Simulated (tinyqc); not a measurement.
Resonant-tunnelling diode, transfer matrices and Tsu-Esaki current: two steps of the calculation.

Emitter (band edge 0), barrier d1, well Lw, barrier d2, spacer ds, collector (edge -V). The bias drops linearly over these layers and none in the contacts; each layer is cut into ns equal slices, flat at the value of their centres. E is the energy of motion across the layers, C = hbar^2/(2 m0), psi and psi'/m are continuous. Transport is coherent, T(E) is taken as independent of the transverse momentum, and charge in the well is ignored.

Values chosen for this exercise; masses and offsets close to those of InGaAs wells and AlAs barriers: mass in the well, spacer and contacts mw = 0.041 m0; slices in each layer ns = 2; bias of the collector V = 0.74 V; trial energy E = 0.0975 eV.

Constants: q = 1.602176634e-19 C, hbar = 1.054571817e-34 J s, m0 = 9.1093837015e-31 kg, hbar^2/(2 m0) = 0.0380998212 eV nm^2. Results are converted to the units shown.

Task 1. Running product of the slice matrices at the trial energy. For the pair (psi, psi'/m) a flat layer has M = [[cos kd, (m/k) sin kd], [-(k/m) sin kd, cos kd]] with k = sqrt(m (E - U)/C) above its edge U, and M = [[cosh Kd, (m/K) sinh Kd], [(K/m) sinh Kd, cosh Kd]] with K = sqrt(m (U - E)/C) below it. Later slices stand to the left. With M acting on (psi, psi'/m) and v = k/m in each lead, T(E) = 4 vL vR/[(vL vR M12 - M21)^2 + (vR M11 + vL M22)^2]. vL = sqrt(mw E/C)/mw, vR = sqrt(mw (E + V)/C)/mw.

| slice | U (eV) | m (m0) | width (nm) |
|---|---|---|---|
| 0 | 1.1732237 | 0.15 | 0.55 |
| 1 | 1.1196711 | 0.15 | 0.55 |
| 2 | -0.1630921 | 0.041 | 1.15 |
| 3 | -0.2750658 | 0.041 | 1.15 |
| 4 | 0.8421711 | 0.15 | 0.55 |
| 5 | 0.7886184 | 0.15 | 0.55 |
| 6 | -0.5136184 | 0.041 | 1.55 |
| 7 | -0.6645395 | 0.041 | 1.55 |

Give: Product after each layer; T(E).

Result 1.

Product after each layer:

|  | M11 | M12 (nm) | M21 (1/nm) | M22 |
|---|---|---|---|---|
| barrier d1 | 4.776 | 0.3411 | 62.60 | 4.681 |
| well | 5.685 | 0.4204 | -56.77 | -4.022 |
| barrier d2 | 3.055 | 0.2746 | 14.95 | 1.671 |
| spacer | -2.083 | -0.1801 | -45.00 | -4.370 |

T(E) = 0.1046

Task 2. Breit-Wigner parameters from a parabola through 1/T(E). Near a resonance 1/T(E) = (1/Tp) [1 + (2 (E - Er)/G)^2]. With y = 1/T(E) at E0 - h, E0, E0 + h: a = (y1 + y3 - 2 y2)/(2 h^2), b = (y3 - y1)/(2 h), Er = E0 - b/(2 a), 1/Tp = y2 - b^2/(4 a), G = 2 sqrt(1/(Tp a)), tau = hbar/G.

three energies (eV): [0.106126, 0.114926, 0.123726]
T(E) at these energies: [0.26397628, 0.74930681, 0.57420124]

Find: Er; Tp; G; tau.

Result 2.

Er = 0.1181 eV
Tp = 0.8684
G = 15.79 meV
tau = 41.68 fs

The true maximum of T(E) lies at 0.11790 eV with height 0.8483 and full width 16.54 meV; the fitted G is 4.5 % below that width.

Numbers from tinyqc (`OMP_NUM_THREADS=1 python tinyqc.py 2600063 2600064 out.jsonl`; about 0.07 s on one thread of a shared Intel Xeon 2.30GHz).
